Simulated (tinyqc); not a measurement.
Equilibrium and kinetic segregation of a solute to boundaries and growing surfaces: one step, computed by the program tinyqc.

Problem. Segregation at a growing surface. Two-state exchange during growth, dilute: jump up r_u = nu exp(-E_b/(k_B T_g)), jump back r_d = r_u exp(-E_s/(k_B T_g)), nu = 1e13 1/s. In the time 1/R of one monolayer the share carried up is p = [r_u/(r_u + r_d)] [1 - exp(-(r_u + r_d)/R)]; the tail decays as p^n, length -1/ln p monolayers; the equilibrium limit has p = r_u/(r_u + r_d).

Inputs (values chosen for the exercise, for a model alloy):
```
quantity                        value          unit
exchange barrier E_b             1.63            eV
surface segregation energy E_s   0.22            eV
growth temperature T_g            670             K
growth rate                      0.06  monolayers/s
```

Constants: k_B = 8.617333262e-05 eV/K.

Give: r_u; r_d; share carried up p; decay length.

Solution.

r_u = 5.483 1/s

r_d = 0.1214 1/s

share carried up p = 0.9783

decay length = 45.67 monolayers

Exchange is fast against growth: the equilibrium regime, where heating shortens the tail.
